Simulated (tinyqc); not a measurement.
Three ways to the same curve: density of states of one tight-binding band on the simple cubic lattice.

E(k) = -2 t (c1 + c2 + c3) - 4 t2 (c1 c2 + c2 c3 + c3 c1) with ci = cos(2 pi ki); k in fractions of the reciprocal vectors, mesh k_i = j/N with j = 0 .. N-1. Densities are per cell and per spin, so the band holds one state.

Each cube of the mesh, corners numbered 0 to 7 as the binary number (i j l), is cut into six tetrahedra around the diagonal 0-7: 0137, 0157, 0237, 0267, 0457, 0467. For corner energies e1 <= e2 <= e3 <= e4 and eij = ei - ej, the share of the tetrahedron below E is n = (E - e1)^3/(e21 e31 e41) for e1 < E < e2; n = [e21^2 + 3 e21 x + 3 x^2 - (e31 + e42) x^3/(e32 e42)]/(e31 e41) with x = E - e2 for e2 < E < e3; n = 1 - (e4 - E)^3/(e41 e42 e43) for e3 < E < e4; its density of states is g = dn/dE.

Gaussian broadening: g(E) = mean over the mesh of exp(-(E - E_k)^2/(2 sigma^2))/(sigma sqrt(2 pi)), n(E) = mean of erfc((E_k - E)/(sigma sqrt 2))/2.

Inputs chosen for the exercise: t = 0.53 eV (nearest hopping); t2 = -0.03 eV (second hopping); N2 = 12 (mesh points along each axis in this comparison); sigma = 0.106 eV (Gaussian width).

N = N2 here; the reference is the linear method with N = 36.

g(E) (1/eV):

| E (eV) | reference | linear tetrahedra | Gaussian, sigma | Gaussian, sigma/4 | reference n(E) |
|---|---|---|---|---|---|
| -2.241 | 0.085 | 0.081 | 0.096 | 0.040 | 0.030 |
| -1.663 | 0.149 | 0.147 | 0.110 | 0.003 | 0.097 |
| -1.085 | 0.289 | 0.304 | 0.309 | 0.332 | 0.218 |
| -0.507 | 0.277 | 0.280 | 0.350 | 0.392 | 0.382 |
| 0.072 | 0.268 | 0.274 | 0.251 | 0.301 | 0.539 |
| 0.650 | 0.262 | 0.265 | 0.178 | 0.104 | 0.693 |
| 1.228 | 0.166 | 0.168 | 0.105 | 0.011 | 0.825 |
| 1.806 | 0.107 | 0.107 | 0.060 | 0.000 | 0.902 |
| 2.384 | 0.071 | 0.069 | 0.036 | 0.000 | 0.953 |
| 2.963 | 0.042 | 0.039 | 0.032 | 0.006 | 0.985 |

Root-mean-square errors against the reference: 0.0053 for linear tetrahedra, 0.0466 for sigma and 0.1029 for sigma/4. The narrow Gaussian is worse than the wide one, because it resolves the separate mesh levels. The reference is highest at -1.085 eV of the energies listed, and half filling lies between -0.507 and 0.072 eV.

(tinyqc, `OMP_NUM_THREADS=1 python tinyqc.py 1682389 1682390 out.jsonl`, Intel(R) Xeon(R) Processor @ 2.30GHz, 1 thread, shared host, about 0.2 s.)
